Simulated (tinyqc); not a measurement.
# Tunnelling through a gate dielectric with the two-band (Franz) dispersion, WKB transmission and Tsu-Esaki current: several studies

Electrons leave the emitter at x = 0. Energies E (motion across the layers) are in eV from the emitter Fermi level; the collector Fermi level lies at -V and offers states at every E. No charge in the dielectric and no image force: F1 = V/t1, U = phi1 - F1 x. With C = hbar^2/(2 m0), kappa = sqrt(m u (1 - u/Egx)/C), u = U - E where U > E and 0 elsewhere; T(E) = exp(-S), S = 2 times the integral of kappa over x.

Values chosen for this exercise; dielectric values close to those of aluminium oxide:
```
symbol  value  unit                                                        meaning
T         300     K                                                    temperature
Ef       0.39    eV              Fermi energy of the emitter above its band bottom
me          1    m0                            emitter mass in the supply function
phi1     2.53    eV  barrier of layer 1 above the emitter Fermi level at zero bias
m1       0.41    m0                                     tunnelling mass of layer 1
t1          3    nm                                           thickness of layer 1
Egx       6.4    eV           gap parameter of the two-band dispersion, set freely
V         1.5     V                                  voltage across the dielectric
```

Constants: q = 1.602176634e-19 C, kB = 1.380649e-23 J/K, hbar = 1.054571817e-34 J s, m0 = 9.1093837015e-31 kg, Vt = kB T/q, hbar^2/(2 m0) = 0.0380998212 eV nm^2. Results are converted to the units shown.

Each table varies one quantity; the others keep the values above.

## Effect of the tunnelling mass m1

Each layer adds (2/F) sqrt(m/C) [G(u at its left edge) - G(u at its right edge)] to S, with u = U - E (0 where negative) and G(u) = Egx^1.5 (th - sin(4 th)/4)/4, th = arcsin sqrt(u/Egx). J = J0 times the integral of T(E) N(E) dE, N = ln[(1 + exp(-E/Vt))/(1 + exp((-E - V)/Vt))], J0 = q^2 me m0 kB T/(2 pi^2 hbar^3) (times 1e-4 for A/cm^2 per eV), from E = -Ef to far above the barrier (T = 1 there), by quadrature converged to the digits shown.

Effect of the tunnelling mass m1:
```
m1 (m0)  S at E = 0   T(E = 0)  J (A/cm^2)  mean E of the current (eV)
0.12          11.89   6.825e-6        5308                     -0.2388
0.15          13.30   1.676e-6        1235                     -0.2366
0.2           15.36   2.142e-7       146.0                     -0.2333
0.25          17.17   3.497e-8       22.28                     -0.2303
0.31          19.12   4.978e-9       2.950                     -0.2271
0.4           21.72  3.702e-10      0.1996                     -0.2227
0.5           24.28  2.852e-11     0.01404                     -0.2183
0.63          27.25  1.457e-12    6.463e-4                     -0.2130
```

J falls from 5310 to 6.46e-4 A/cm^2. S goes as m1^(0.50): kappa is proportional to the square root of the mass.

## Two-band against parabolic dispersion

Same model as above.

The parabolic value uses G(u) = (2/3) u^1.5.

The same in every row: S at E = 0, parabolic = 26.06.

Two-band against parabolic dispersion:
```
Egx (eV)  S at E = 0, two-band  ratio of the two T
3.8                      18.63                1680
5.1                      20.81               190.5
6.3                      21.92               63.00
7.6                      22.68               29.26
8.8                      23.17               17.90
10.1                     23.57               12.09
11.3                     23.84               9.153
12.6                     24.08               7.211
```

S rises from 18.6 to 24.1 towards the parabolic 26.1. The factor 1 - u/Egx lowers kappa, so T exceeds the parabolic value by a factor of 1680 in the first row and 7.21 in the last.

## Current against voltage

Same model as above.

Current against voltage:
```
V (V)  S at E = 0   T(E = 0)  J (A/cm^2)  mean E of the current (eV)
0.2         24.16  3.215e-11     0.02105                     -0.2216
0.74        23.48  6.354e-11     0.04512                     -0.2354
1.27        22.51  1.668e-10     0.09777                     -0.2267
1.81        21.15  6.554e-10      0.3036                     -0.2151
2.35        19.16   4.785e-9       1.561                     -0.1965
2.89        15.92   1.217e-7       25.36                     -0.1621
3.42        13.45   1.435e-6       373.6                     -0.1776
3.96        11.62   8.987e-6        2800                     -0.1892
4.5         10.23   3.624e-5     1.304e4                     -0.1979
```

J rises from 0.0210 to 13000 A/cm^2, by 0.613 decades a volt between the first two rows and 1.24 between the last two. From V = 2.89 V on (among the rows) a band edge falls below the emitter Fermi level, so electrons at E = 0 no longer cross the full thickness. In 3 of the 9 rows the field exceeds 10 MV/cm (up to 15.0), more than most dielectrics sustain; the model ignores breakdown.

## Effect of the barrier height

Same model as above.

Results:
```
phi1 (eV)  S at E = 0   T(E = 0)  J (A/cm^2)  mean E of the current (eV)
1.3             12.14   5.315e-6       573.2                     -0.1106
1.53            15.27   2.343e-7       40.18                     -0.1531
1.99            19.19   4.632e-9       1.545                     -0.1971
2.21            20.49   1.258e-9      0.5179                     -0.2089
2.44            21.61  4.125e-10      0.2056                     -0.2188
2.67            22.52  1.665e-10     0.09859                     -0.2272
2.9             23.24  8.043e-11     0.05593                     -0.2346
```

Estimate the missing row, phi1 = 1.76 eV.

Computed row:
```
phi1 (eV)  S at E = 0  T(E = 0)  J (A/cm^2)  mean E of the current (eV)
1.76            17.50  2.507e-8       6.383                     -0.1808
```

With this row back in the table: J falls from 573 to 0.0559 A/cm^2, on average 2.51 decades for each eV, while S rises from 12.1 to 23.2.

tinyqc, about 0.03 s, one thread, Intel Xeon 2.30GHz (shared host): `OMP_NUM_THREADS=1 python tinyqc.py 2540135 2540136 out.jsonl`
